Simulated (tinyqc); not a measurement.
Configuration-coordinate model of carrier capture at a defect: sweeps and comparisons. A value that a table varies takes the place of the one given here.

Two parabolas of equal curvature k in one coordinate Q: with the carrier free at the band edge, U_f = k Q^2/2; with the carrier trapped, U_t = k (Q - dQ)^2/2 - ET. ER = k dQ^2/2, Huang-Rhys factor S = ER/hw, hw = 0.0646541 sqrt(k/M) eV for k in eV/angstrom^2 and M in u. The curves cross at a height Eb = (ER - ET)^2/(4 ER) above the free minimum.

Multiphonon factor for giving p = ET/hw phonons to the lattice: W = exp(-S (2 nb + 1)) ((nb + 1)/nb)^(p/2) I_p(x), nb = 1/(exp(hw/kT) - 1), x = 2 S sqrt(nb (nb + 1)), I_p the modified Bessel function. Classical limit: W = hw exp(-Eb/kT)/sqrt(4 pi ER kT). At T = 0: exp(-S) S^p/Gamma(p + 1).

Constants: kB = 8.617333262e-05 eV/K.

Parameters, chosen for this exercise (of the size met at a DX centre in AlGaAs; not measured data):
- ET = 0.19 eV (thermal depth of the level below the band edge)
- ER = 0.73 eV (relaxation energy)
- hw = 0.013 eV (phonon energy of the mode)
- T = 200 K (temperature)

## Capture against temperature

The local activation energy is -d ln W/d(1/kT), by central differences with T changed by 1 %.

Against T:
```
T (K)  kT/hw  log10 W  log10 W, classical  activation energy (eV)
40     0.265   -9.599             -13.718                  0.0227
60     0.398   -8.108              -9.612                  0.0501
80     0.530   -6.886              -7.578                  0.0661
120    0.795   -5.348              -5.569                  0.0797
160    1.061   -4.486              -4.583                  0.0841
220    1.458   -3.755              -3.794                  0.0855
300    1.989   -3.235              -3.251                  0.0842
400    2.651   -2.887              -2.894                  0.0811
550    3.646   -2.617              -2.620                  0.0753
```

log10 W at T = 0 = -10.480
Eb = 0.0999 eV

What does this show?

At 40 K log10 W is -9.60, against -10.48 at T = 0 and -13.7 classically; at 550 K the two forms differ by 0.00. The activation energy read from an Arrhenius plot goes from 0.023 eV at 40 K to 0.075 at 550 K, with its largest value 0.086 at 220 K, against Eb = 0.100 eV; the classical form itself gives Eb - kT/2. A measured slope therefore understates the barrier.

## Capture against depth of the level

ET is varied at fixed ER, hw and T, as by moving the band edge with alloying or pressure.

Against ET:
```
ET/ER  ET (eV)  Eb (eV)  log10 W  log10 W, classical
0.10     0.073   0.1478   -5.153              -5.211
0.25     0.182   0.1027   -4.021              -4.072
0.50     0.365   0.0456   -2.604              -2.635
0.75     0.547   0.0114   -1.766              -1.773
1.00     0.730   0.0000   -1.495              -1.486
1.25     0.912   0.0114   -1.774              -1.773
1.50     1.095   0.0456   -2.584              -2.635
2.00     1.460   0.1825   -5.713              -6.084
3.00     2.190   0.7300  -17.395             -19.881
```

What can be read from the table?

Capture is fastest at ET/ER = 1 among these rows, where the barrier vanishes or nearly so. The classical form is symmetric about ET = ER; the quantum one gives -2.60 at 0.5 and -2.58 at 1.5, against -2.64 for both. At ET = 3 ER it lies 2.5 decades above the classical value: deep levels capture by emitting many phonons, and the rate falls with depth by 16.0 decades per eV between the last two rows. Rows deeper than the gap of the host are formal.

## What each parameter does

Eb, log10 W and the full width 2.35482 sqrt(ER hw coth(hw/2kT)). Each row changes one parameter from the base and keeps the others.

Results:
```
case            Eb (eV)  log10 W  full width (eV)
base             0.0999   -3.951           0.3822
ET = 0.23 eV     0.0856   -3.596           0.3822
ER = 0.78 eV     0.1116   -4.256           0.3951
hw = 0.0156 eV   0.0999   -3.850           0.3859
T = 230 K        0.0999   -3.670           0.4076
```

What does this show?

The largest shifts from the base row, up to three for each result and ties (the steps differ in size, so this ranks the rows, not the parameters). Eb (eV): ET -0.0142, ER +0.0117; unchanged at the printed digits by hw and T. log10 W: ET +0.355, ER -0.305, T +0.281. full width (eV): T +0.0254, ER +0.0129, hw +0.0037; unchanged at the printed digits by ET.

(tinyqc, `OMP_NUM_THREADS=1 python tinyqc.py 1450419 1450420 out.jsonl`, Intel(R) Xeon(R) Processor @ 2.30GHz, 1 thread, shared host, about 0.01 s.)
